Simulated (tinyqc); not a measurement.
Inside a calculation. Method: bound state in one dimension: Numerov shooting, finite differences, DVR. Computed by tinyqc, a small Python program that keeps every step. Settings: points = 48. Command: `OMP_NUM_THREADS=1 python tinyqc.py 25338 25339 out.jsonl` (the two numbers bound the seeds that draw the settings). One thread of a shared host (Intel(R) Xeon(R) Processor @ 2.60GHz), about 0.01 s of CPU time with the checks.

## Numerov steps at E = 0.1

One particle of mass 1 in V = 4.5 (x^2 - 1.85^2)^2 / 1.85^4 (atomic units), psi = 0 at both ends:
```
parameter                 value
left end              -3.400000
right end              3.400000
intervals                    48
h                      0.141667
state sought (nodes)          2
```

k_i = 2 m (E - V_i); (1 + h^2 k_(i+1)/12) y_(i+1) = 2 (1 - 5 h^2 k_i/12) y_i - (1 + h^2 k_(i-1)/12) y_(i-1), from y_0 = 0, y_1 = 0.001.

Points along the way:
```
i           x          V           k         y
0   -3.400000  25.439443  -50.678887  0.000000
1   -3.258333  19.883598  -39.567196  0.001000
2   -3.116667  15.204786  -30.209572  0.002803
3   -2.975000  11.319449  -22.438898  0.006327
4   -2.833333   8.147742  -16.095484  0.012708
5   -2.691667   5.613534  -11.027068  0.023175
16  -1.133333   1.756158   -3.312316  0.368816
17  -0.991667   2.285514   -4.371027  0.449441
18  -0.850000   2.800613   -5.401226  0.570115
19  -0.708333   3.277317   -6.354635  0.753584
20  -0.566667   3.695201   -7.190402  1.034736
21  -0.425000   4.037552   -7.875104  1.467660
```

## Bisection on the node count

With more sign changes than the state has nodes (the last point included) the energy is too high, else too low; the bracket starts as 0.1 to 12.

Trials:
```
trial           E  sign changes  y at the right end   next
1      6.05000000             5           -5.24e-02  lower
2      3.07500000             2            1.33e+01  raise
3      4.56250000             4            1.84e-01  lower
4      3.81875000             2            4.83e-01  raise
5      4.19062500             3           -1.35e-01  lower
6      4.00468750             3           -5.10e-02  lower
7      3.91171875             2            1.42e-01  raise
8      3.95820312             2            2.95e-02  raise
9      3.98144531             3           -1.45e-02  lower
10     3.96982422             2            6.53e-03  raise
11     3.97563477             3           -4.22e-03  lower
12     3.97272949             2            1.10e-03  raise
13     3.97418213             3           -1.57e-03  lower
14     3.97345581             3           -2.42e-04  lower
...           ...           ...                 ...    ...
29     3.97332452             3           -4.22e-09  lower
30     3.97332451             2            1.62e-08  raise
31     3.97332452             2            5.98e-09  raise
```

eigenvalue = 3.97332452 hartree

## The same grid by other methods

Three-point finite differences and the sine-DVR kinetic matrix of Colbert and Miller on the same points.

Lowest levels (hartree):
```
state  finite differences       DVR
0                1.526798  1.532416
1                1.539511  1.545096
2                3.960197  3.973463
3                4.356712  4.381197
4                5.886102  5.927482
```
